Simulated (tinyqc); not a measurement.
# Energy and delay of logic against supply voltage: effects of single changes

One expression serves below and above threshold: I(Vg) = Ik [ln(1 + exp((Vg - VT + dd V)/(al nf Vt)))]^al, with I_on = I(V) and I_off = I(0). Gate delay td = kd C V/I_on, clock period LD td. Per gate and cycle the switching energy is act C V^2 and the leakage energy I_off V LD td. No short-circuit current, no variation. Minima are sought above 0.09 V; below a few Vt gates no longer switch and the model has no meaning.

Parameters, values chosen for the exercise; values of the order met in logic technologies:
```
symbol,value,unit,meaning
T,250,K,temperature
VT,0.27,V,threshold voltage at zero drain bias
nf,1.13,,slope factor
dd,0.06,,barrier lowering per volt of supply
Ik,0.64,uA,specific current of a gate
al,1.73,,exponent of the current law
C,0.58,fF,load capacitance of a gate
kd,1.1,,delay factor
LD,40,,logic depth
act,0.01,,activity factor
```

Constants: q = 1.602176634e-19 C, kB = 1.380649e-23 J/K, Vt = kB T/q. Results are converted to the units shown.

Each table varies one quantity; the others keep the values above.

## Energy and delay against supply voltage

EDP = energy times td.

Energy and delay against supply voltage:

| V (V) | I_on (uA) | I_off (nA) | td (ps) | switching (aJ) | leakage (aJ) | energy (aJ) | EDP (fJ ps) |
|---|---|---|---|---|---|---|---|
| 0.15 | 0.006307 | 0.01410 | 1.517e4 | 0.1305 | 1.284 | 1.414 | 21.46 |
| 0.27 | 0.5373 | 0.01895 | 320.6 | 0.4228 | 0.06560 | 0.4884 | 0.1566 |
| 0.38 | 4.775 | 0.02484 | 50.78 | 0.8375 | 0.01917 | 0.8567 | 0.04350 |
| 0.5 | 14.93 | 0.03337 | 21.37 | 1.450 | 0.01426 | 1.464 | 0.03129 |
| 0.62 | 29.72 | 0.04483 | 13.31 | 2.230 | 0.01480 | 2.244 | 0.02987 |
| 0.73 | 46.86 | 0.05876 | 9.939 | 3.091 | 0.01705 | 3.108 | 0.03089 |
| 0.85 | 69.18 | 0.07892 | 7.839 | 4.191 | 0.02103 | 4.212 | 0.03302 |
| 0.97 | 95.04 | 0.1060 | 6.511 | 5.457 | 0.02677 | 5.484 | 0.03571 |
| 1.08 | 121.7 | 0.1389 | 5.660 | 6.765 | 0.03395 | 6.799 | 0.03848 |
| 1.2 | 154.0 | 0.1864 | 4.973 | 8.352 | 0.04450 | 8.396 | 0.04175 |

td falls from 15200 to 4.97 ps; the energy goes from 1.41 through a minimum of 0.488 (at V = 0.27 V among the rows listed) to 8.40 aJ and the EDP goes from 21.5 through a minimum of 0.0299 (at V = 0.62 V among the rows listed) to 0.0418 fJ ps. The exact minima lie at V = 0.241 V for the energy and 0.604 V for the EDP. Going from 1.2 V to the energy minimum saves a factor of 18.4 in energy and costs a factor of 144 in delay. Below the minimum the leakage energy rises faster than the switching energy falls, because the clock period grows so steeply.

## Optimum supplies against the slope factor

Same model as above.

V_min minimises the energy and V_EDP the product of energy and td.

Optimum supplies against the slope factor:

| nf | V_min (V) | energy at V_min (aJ) | leakage share (%) | clock at V_min (MHz) | V_EDP (V) | clock at V_EDP (GHz) |
|---|---|---|---|---|---|---|
| 1 | 0.2112 | 0.3374 | 23.29 | 11.16 | 0.6022 | 2.192 |
| 1.1 | 0.2337 | 0.4262 | 25.65 | 27.81 | 0.6036 | 1.867 |
| 1.2 | 0.2572 | 0.5397 | 28.93 | 55.58 | 0.6072 | 1.625 |
| 1.3 | 0.2817 | 0.6875 | 33.05 | 93.89 | 0.6148 | 1.450 |
| 1.4 | 0.3074 | 0.8816 | 37.85 | 139.7 | 0.6285 | 1.331 |
| 1.5 | 0.3340 | 1.137 | 43.08 | 188.9 | 0.6497 | 1.257 |
| 1.6 | 0.3614 | 1.472 | 48.53 | 237.6 | 0.6785 | 1.216 |

As nf goes from 1 to 1.6, V_min rises from 0.211 to 0.361 V, the energy there rises from 0.337 to 1.47 aJ, the clock there rises from 11.2 to 238 MHz and V_EDP rises from 0.602 to 0.679 V.

tinyqc, about 0.01 s, one thread, Intel Xeon 2.30GHz (shared host): `OMP_NUM_THREADS=1 python tinyqc.py 2082178 2082179 out.jsonl`
